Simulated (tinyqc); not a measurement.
One-electron ion in a basis of Gaussians, step by step. One step of it, computed by the program tinyqc.

Question. Matrices over normalised Gaussians. With p = a_i + a_j and I(k) = Gamma((k+1)/2) / (2 p^((k+1)/2)): S = I(2l+2), T = (2l+3) a_i a_j S / p, V = -Z I(2l+1), each divided by sqrt(S_ii S_jj).

exponents of r^l exp(-a r^2) (1/bohr^2): 1.007000  1.619000

Z = 3

l = 0

Give: S; T; V.

Answer.

S:
```
        1       2
1  1.0000  0.9590
2  0.9590  1.0000
```

T (hartree):
```
        1       2
1  1.5105  1.7861
2  1.7861  2.4285
```

V (hartree):
```
         1        2
1  -4.8040  -5.2606
2  -5.2606  -6.0914
```
